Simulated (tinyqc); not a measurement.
Atomic layer deposition: Langmuir saturation, growth per cycle and coating of deep features. Changing the pulse time t. Computed by tinyqc, a small Python program. Command: `OMP_NUM_THREADS=1 python tinyqc.py 3014275 3014276 out.jsonl ald sweep`. One thread of a shared host (Intel(R) Xeon(R) Processor @ 2.30GHz), about 0.06 s of CPU time with the checks.

Precursor A sticks only on free sites, so a long enough pulse saturates; co-reactant B then frees the sites again.

Inputs (values chosen for the exercise, modelled on silicon dioxide from an aminosilane and ozone):
```
quantity                                  value      unit
precursor mass M                            174         u
site density q                              2.9    1/nm^2
growth per cycle at saturation G            1.2  angstrom
sticking probability beta on free sites  0.0012         -
precursor pressure p                       0.85        Pa
temperature T                               325         C
co-reactant completion per pulse c_B       0.99         -
desorption energy E_d                      1.89        eV
purge time t_p                               17         s
aspect ratio a                               37         -
```

Feature: round hole.

Constants: u = 1.6605390666e-27 kg; k_B = 1.380649e-23 J/K; k_B = 8.617333262e-05 eV/K.

Method:
- Wall flux F = p/sqrt(2 pi M k_B T); rate of filling k_a = beta F/q; desorption k_d = 1e13 exp(-E_d/(k_B T)) per second. 1/m^2 = 1e-18/nm^2.
- Temperatures in kelvin are T(C) + 273.15.
- One cycle from coverage th0: pulse A gives th1 = th_s + (th0 - th_s) exp(-(k_a + k_d) t), th_s = k_a/(k_a + k_d); the purge leaves th2 = th1 exp(-k_d t_p); pulse B converts c_B th2 into film and leaves th3 = (1 - c_B) th2. Growth = G c_B th2.
- The periodic state has th0 = th3: th0 = (1 - c_B) e_p th_s (1 - e_a)/(1 - (1 - c_B) e_p e_a), with e_a = exp(-(k_a + k_d) t), e_p = exp(-k_d t_p).
- Share of impinging molecules used = q (th1 - th0)/(F t).
- Diffusion-limited filling (Gordon) of a round hole of diameter w: a saturation front at depth z needs dz/dt = D_K n/(z (4q/w)), with Knudsen D_K = w c/3 and F = n c/4; including the entrance and floor terms, t = (q/F)(1 + 19a/4 + 3a^2/2). Reaction-limited filling needs ln(100)/k_a at any depth, k_a = beta F/q. Flow is molecular. The front picture holds when the modulus a sqrt(beta) is well above 1.
- Depth reached by the given pulse: solve the same formula for a. Exposure = p x diffusion-limited time; 1 langmuir = 1.33322e-4 Pa s.

One run for each value; columns: (1) pulse time t (s); (2) growth per cycle (angstrom); (3) share of impinging molecules used; (4) aspect ratio reached by the front in time t:
```
(1)        (2)        (3)     (4)
0.0055  0.0184  0.0011904    1.68
0.014   0.0463  0.0011757    3.33
0.034   0.1093  0.0011422    5.91
0.084   0.2515  0.0010639   10.07
0.21    0.5301  0.0008969   16.77
0.52    0.9046  0.0006181   27.26
1.3     1.1362  0.0003105   43.98
3.2     1.1636  0.0001292   69.89
8       1.1637  0.0000517  111.42
20      1.1637  0.0000207  177.08
```

Describe and explain the trends.

Over the rows, growth per cycle (angstrom) rises from 0.0184 to 1.16; share of impinging molecules used falls from 0.00119 to 2.07e-5 (exponent d ln y / d ln x -0.013 between the first rows and -1.00 between the last); aspect ratio reached by the front in time t rises from 1.68 to 177 (exponent d ln y / d ln x 0.74 between the first rows and 0.51 between the last). At the high end the exponent of growth per cycle is 0.00, close to 0: self-limiting growth. At the low end the exponent of growth per cycle is 0.99, close to 1: far from saturation. At the high end the exponent of share of impinging molecules used is -1.00, close to -1: after saturation more gas is wasted. At the low end the exponent of share of impinging molecules used is -0.01, close to 0: every molecule still finds free sites. At the high end the exponent of aspect ratio reached by the front in time t is 0.51, close to 0.50: the front moves as sqrt(t). Growth saturates once k_a t passes a few units, since A sticks only on free sites; longer pulses then serve only depth.

Caution (all rows): many metal-organic precursors decompose at such temperatures, which adds growth left out here. Caution (rows 0.00550, 0.0140, 0.0340, 0.0840, 0.210, 0.520, 1.30): the pulse is shorter than ln(100)/k_a, so even the open surface is not saturated and the depth reached has no meaning. Caution (rows 0.00550, 0.0140, 0.0340, 0.0840, 0.210, 0.520, 1.30): the depth reached is formal here: it is under 2/sqrt(beta), so no sharp front has formed.
